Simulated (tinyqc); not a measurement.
Barrier height: exchange-split free-electron bands and tunnelling magnetoresistance.

Majority and minority bands E = c k^2/m -/+ Dx/2, c = hbar^2/2m0, so k_up = sqrt(m (EF + Dx/2)/c), k_dn = sqrt(m (EF - Dx/2)/c); n_s = k_s^3/(6 pi^2), D_s = m k_s/(4 pi^2 c).

Barrier: kappa = sqrt(mb phi/c), c = hbar^2/2m0. With a = k1/m, b = k2/m, w = kappa/mb, the transmission at normal incidence is T(k1, k2) = 4 a b w^2/[w^2 (a + b)^2 + (w^2 + a^2)(w^2 + b^2) sinh^2(kappa d)]. Parallel: G_P = T(up, up) + T(dn, dn); antiparallel: G_AP = 2 T(up, dn); TMR = (G_P - G_AP)/G_AP. Julliere: TMR = 2 P^2/(1 - P^2). Slonczewski factor: P_eff = P_k (w^2 - a_up a_dn)/(w^2 + a_up a_dn), P_k = (k_up - k_dn)/(k_up + k_dn).

Constants: hbar^2/2m0 = 3.80998211 eV angstrom^2.

Inputs chosen for the exercise: EF = 5.79 eV (Fermi energy above the mean band bottom); Dx = 5.14 eV (exchange splitting); m = 1.28 m0 (mass in the electrodes); mb = 0.84 m0 (mass in the barrier); d = 6.3 angstrom (barrier thickness).

Results:
```
phi (eV)  w (1/angstrom)    P_eff  TMR (%)       G_P
0.20               0.250  -0.2081     7.71     0.137
0.40               0.354  -0.1849     6.53    0.0752
0.70               0.468  -0.1543     4.74    0.0324
1.0                0.559  -0.1278     3.29    0.0150
1.5                0.685  -0.0909     1.67   0.00469
2.0                0.791  -0.0608     0.75   0.00166
3.0                0.968  -0.0148     0.04  0.000267
4.0                1.118   0.0188     0.07  5.46e-05
6.0                1.369   0.0646     0.84  3.60e-06
10                 1.768   0.1152     2.69  4.47e-08
```

What can be read from this table?

P_eff vanishes where w^2 = a_up a_dn, at phi = 3.40 eV, inside the table; the lowest TMR listed is 0.04 % at 3 eV. TMR is 7.7 % at the lowest barrier and 2.7 % at the highest, against 11.6 % for Julliere with P_k; P_eff tends to +P_k for very high barriers and to -P_k for very low ones. G_P falls by 6.5 decades.

Computed by tinyqc, a small Python program: `OMP_NUM_THREADS=1 python tinyqc.py 1650751 1650752 out.jsonl` (the numbers bound the seed that draws the inputs); one thread of a shared host (Intel(R) Xeon(R) Processor @ 2.30GHz), about 0.01 s for the whole set of steps.
